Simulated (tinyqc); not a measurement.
Valley-orbit splitting of a donor ground state, with strain. Changing the temperature T. Computed by tinyqc, a small Python program. Command: `OMP_NUM_THREADS=1 python tinyqc.py 3028931 3028932 out.jsonl valleyorbit sweep`. One thread of a shared host (Intel(R) Xeon(R) Processor @ 2.30GHz), about 0.01 s of CPU time with the checks.

The basis is the 1s envelope in each valley; energies are counted from the unstrained conduction-band edge. The strain is e_s (a a^T - 1/3) for the unit stress axis a, so valley j along n_j moves by Xi_u e_s w_j with w_j = (n_j.a)^2 - 1/3: -1/3 for x and y, +2/3 for z.

Inputs (values chosen for the exercise, for a model many-valley semiconductor): single-valley binding energy E_0 = 25.9 meV; central-cell shift Lambda = 2.74 meV; coupling Delta_1 = 3.23 meV; coupling Delta_2 = 1.93 meV; shear deformation potential Xi_u = 8.77 eV; shear strain e_s = -0.00049; donor density N_D = 2.3e+14 cm^-3; density-of-states mass of one valley m_e = 0.319 m_0.

Valleys: six along <100>. Stress axis: [001].

Constants: k_B = 8.617333262e-05 eV/K; m_0 = 9.1093837015e-31 kg; k_B = 1.380649e-23 J/K; h = 6.62607015e-34 J s.

Method. H_jj = -(E_0 + Lambda) + Xi_u e_s w_j; H_jk = -Delta_2 between opposite valleys and -Delta_1 between perpendicular ones. z = sum over levels of exp(-(E - E_ground)/k_B T), the ground-state share being 1/z; N_c = 2 (2 pi m_e k_B T/h^2)^(3/2) sum_j exp(-(shift_j - lowest shift)/k_B T); n1 = N_c/(2 z) exp(-binding/k_B T), binding = lowest shift - E_ground; without compensation n = 2 N_D/(1 + sqrt(1 + 4 N_D/n1)) (Boltzmann statistics; p and higher states left out).

One run for each value:
```
temperature T (K)  partition sum z  share of neutral donors in the ground state  free electrons n (cm^-3)
10                           1.000                                       1.0000                 1.287e+05
15                           1.000                                       1.0000                 4.843e+08
23                           1.001                                       0.9989                 1.740e+11
36                           1.020                                       0.9809                 1.076e+13
55                           1.124                                       0.8898                 1.108e+14
84                           1.432                                       0.6984                 2.165e+14
130                          2.015                                       0.4963                 2.287e+14
200                          2.765                                       0.3616                 2.298e+14
300                          3.493                                       0.2863                 2.299e+14
```

Over the rows, partition sum z rises from 1.00 to 3.49; share of neutral donors in the ground state falls from 1.000 to 0.286; free electrons n (cm^-3) rises from 129000 to 2.30e14 (exponent d ln y / d ln x 20 between the first rows and 0.0019 between the last).

Caution (rows 130, 200, 300): k_B T exceeds a third of E_0, so the p and higher states, left out, hold part of the bound electrons.

Extremes, crossings and ranges named in words are read from the listed rows.
